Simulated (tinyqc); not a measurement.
The 3-omega method: a line heater on a substrate with a thin film: one step, computed by the program tinyqc.

A current at angular frequency omega = 2 pi f heats the line at 2 omega with the amplitude P per length; the temperature swing Delta T at 2 omega gives a voltage at 3 omega. The substrate is taken as semi-infinite and isotropic, and the heat capacity of heater and film is left out.

Problem. Penetration depth. D = kappa/C; q = sqrt(2 i omega/D); penetration depth 1/|q| = sqrt(D/(2 omega)).

Inputs (values chosen for the exercise, modelled on silica on gallium oxide): substrate conductivity kappa = 21 W/(m K); substrate heat capacity C = 3.42 1e6 J/(m^3 K); heater half-width b = 5.2 micrometre; current frequency f = 47 Hz; substrate thickness d_s = 300 micrometre.

Give: diffusivity D; penetration depth; |q| b; penetration depth / d_s.

Solution.

diffusivity D = 6.140 mm^2/s

penetration depth = 102.0 micrometre

|q| b = 0.05100

penetration depth / d_s = 0.3399

Caution: the penetration depth exceeds a fifth of the substrate thickness, so the back face is felt and the semi-infinite formula fails.
